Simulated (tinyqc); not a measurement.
Worked calculation: configuration-coordinate model of carrier capture at a defect. Values are carried at full precision from step to step, so a last printed digit may differ when a step is redone from the rounded ones.

Two parabolas of equal curvature k in one coordinate Q: with the carrier free at the band edge, U_f = k Q^2/2; with the carrier trapped, U_t = k (Q - dQ)^2/2 - ET. ER = k dQ^2/2, Huang-Rhys factor S = ER/hw, hw = 0.0646541 sqrt(k/M) eV for k in eV/angstrom^2 and M in u. The curves cross at a height Eb = (ER - ET)^2/(4 ER) above the free minimum.

Constants: kB = 8.617333262e-05 eV/K.

Parameters, chosen for this exercise (of the size met at a deep level in GaN; not measured data): ET = 0.96 eV (thermal depth of the level below the band edge); ER = 0.32 eV (relaxation energy); hw = 0.047 eV (phonon energy of the mode); M = 70 u (mass of the mode); T = 350 K (temperature); nu = 1e+12 1/s (attempt rate).

## The two parabolas

Form S, k, dQ, the crossing point Qc = (ER - ET)/(k dQ), Eb, and the emission barrier Eb + ET.

S = 6.809
k = 36.9915 eV/angstrom^2
dQ = 0.1315 angstrom
Qc = -0.1315 angstrom

barriers (eV): capture 0.3200, emission 1.2800

ER < ET: the crossing lies on the far side of the free minimum (the inverted case), where tunnelling between vibrational states can matter much if Eb is well above hw.

## Optical transitions

Vertical ionisation from the trapped minimum costs ET + ER; vertical capture from the free minimum releases ET - ER (none if negative); the band has a standard deviation sqrt(S hw^2 coth(hw/2kT)) with S = ER/hw, and a full width 2.35482 times that.

energies (eV): ionisation peak 1.280, zero-phonon 0.960, emission peak 0.640

coth(hw/2kT) = 1.5332
standard deviation = 0.1519 eV
full width = 0.3576 eV

Radiative capture would peak at 0.640 eV. The optical peak exceeds the thermal depth by a factor 1.33.

## The multiphonon factor

Multiphonon factor for giving p = ET/hw phonons to the lattice: W = exp(-S (2 nb + 1)) ((nb + 1)/nb)^(p/2) I_p(x), nb = 1/(exp(hw/kT) - 1), x = 2 S sqrt(nb (nb + 1)), I_p the modified Bessel function. Classical limit: W = hw exp(-Eb/kT)/sqrt(4 pi ER kT). At T = 0: exp(-S) S^p/Gamma(p + 1).

Form p, nb, x and ln W, the classical ln W, and the capture time 1/(nu W).

p, nb, x: [20.4255, 0.2666, 7.9130]

ln W: quantum -9.338, classical -12.613

capture time = 1.14e-08 s

The quantum factor is 26.4 times the classical one at kT/hw = 0.64: nuclear tunnelling rules.

## Emission by detailed balance

For equal degeneracies and one band-edge state, emission time = capture time x exp(ET/kT).

ET/kT = 31.830
log10 of the emission time in s = 5.88

## Checks

- Ln W for the nearest whole p against the double Poisson sum over emitted and absorbed phonons: both -8.95092.

tinyqc: `OMP_NUM_THREADS=1 python tinyqc.py 1481939 1481940 out.jsonl`; about 0.01 s, one thread, shared Intel(R) Xeon(R) Processor @ 2.30GHz.
